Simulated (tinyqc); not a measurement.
# Fermi-level pinning at a metal contact (Cowley-Sze model): unpinning by a thin insulator

Interface states of density Ds lie behind a thin layer of thickness dl. Neglecting the depletion charge, the barrier for electrons is phi = S (pM - chi) + (1 - S) E0 with S = 1/(1 + q Ds dl/(eps0 ei)); the barrier for holes is Eg - phi.

An inserted insulator of thickness t and permittivity 7.3 damps the metal-induced states, Ds(t) = Ds exp(-t/0.4 nm), and adds t/7.3 to dl/ei.

Values chosen for this exercise; material values close to those of silicon: band gap Eg = 1.12 eV; electron affinity chi = 4.04 eV; density of interface states Ds = 2.6e13 cm^-2 eV^-1; depth of their neutrality level below the conduction edge E0 = 0.39 eV; thickness of the interface layer dl = 0.58 nm; its relative permittivity ei = 2.2; metal work function pM = 4.87 eV.

Constants: q = 1.602176634e-19 C, eps0 = 8.8541878128e-14 F/cm where lengths are in cm. Results are converted to the units shown.

Unpinning by a thin insulator:
```
t (nm)  Ds(t) (cm^-2 eV^-1)       S  phi (eV)
0                  2.600e13  0.4464    0.5864
0.3                1.228e13  0.5962    0.6523
0.6                5.801e12  0.7337    0.7128
0.9                2.740e12  0.8390    0.7592
1.2                1.294e12  0.9089    0.7899
1.5                6.115e11  0.9507    0.8083
1.8                2.888e11  0.9740    0.8186
2.1                1.364e11  0.9866    0.8241
2.4                6.445e10  0.9931    0.8270
```

S rises from 0.446 to 0.993, and phi rises from 0.586 to 0.827 eV, towards pM - chi = 0.830 eV. The insulator also adds a tunnelling resistance, which is not counted here and sets a best thickness.

tinyqc, about 0.01 s, one thread, Intel Xeon 2.30GHz (shared host): `OMP_NUM_THREADS=1 python tinyqc.py 2430160 2430161 out.jsonl`
